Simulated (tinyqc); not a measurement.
# Van der Pauw, Hall and four-point-probe measurements on a doped layer, step by step

tinyqc, about 0.01 s, one thread, Intel Xeon 2.30GHz (shared host): `OMP_NUM_THREADS=1 python tinyqc.py 2850186 2850187 out.jsonl` Printed values are rounded.

A uniform p-type layer with sheet resistance Rs = 1/(q ns mu), point contacts, low field (mu B small).

Values chosen for this exercise: sheet density of the layer ns = 1.6e14 cm^-2; drift mobility mu = 78 cm^2/(V s); Hall factor rH = 1; magnetic field B = 1 T; current I = 1000 uA; side ratio a/b of a rectangular sample with corner contacts ar = 1.35; thickness of the layer t = 190 nm.

Constants: q = 1.602176634e-19 C. Results are converted to the units shown.

## Resistances and Hall voltage

Rs = 1/(q ns mu). For a rectangle with contacts at the corners, RA = (8 Rs/pi) sum_(k>=0) ln coth((2k + 1) pi a/(2 b)) with current along a short side b and voltage along the opposite one, RB the same with a and b exchanged; Hall voltage VH = rH B I/(q ns), negative for electrons.

Rs = 500.1209 ohm/square
RA = 36.66545 ohm
RB = 251.7224 ohm
VH = 3.900943 mV

RB/RA = 6.87; for a square both equal Rs ln 2/pi = 110 ohm.

## Starting value

z = 2 ln 2/(pi (RA + RB)), exact for RA = RB.

z at the start = 1.530131 mS

## Iteration 1: new z

The van der Pauw equation exp(-pi RA z) + exp(-pi RB z) = 1 is solved for z = 1/Rs: e1 = exp(-pi RA z), e2 = exp(-pi RB z), f = e1 + e2 - 1, f' = -pi (RA e1 + RB e2), z(new) = z - f/f'.

e1 = 0.8384062
e2 = 0.2981848
f = 0.1365910
f' = -0.3323815 kohm
z after iteration 1 = 1.941078 mS

## Iteration 2: new z

As before.

e1 = 0.7996440
e2 = 0.2154510
f = 0.01509496
f' = -0.2624899 kohm
z after iteration 2 = 1.998584 mS

## Course of the iteration

Stop when the step is below 1e-10 mS, or after 40 iterations.

Course of the iteration:
```
iteration,z before the step (mS),step (mS)
1,1.530131,0.411
2,1.941078,0.0575
3,1.998584,9.32e-4
4,1.999516,2.38e-7
5,1.999516,< 1e-13
```

Converged in 5 iterations.

## Sheet density, mobility and bulk values

converged z = 1.999516 mS

Rs = 1/z; Hall sheet density B I/(q |VH|); Hall mobility |VH|/(Rs B I); true values ns = rH times the Hall density, mu = Hall mobility/rH; bulk density ns/t, resistivity Rs t; correction factor F = Rs/[(pi/ln 2)(RA + RB)/2].

Rs = 500.1209 ohm/square
Hall sheet density = 1.6e14 cm^-2
Hall mobility = 78 cm^2/(V s)
ns = 1.6e14 cm^-2
mu = 78 cm^2/(V s)
bulk density = 8.421053e18 cm^-3
resistivity = 0.009502297 ohm cm
F = 0.7652506

Taking the mean of RA and RB without F would overstate Rs by 31 %.
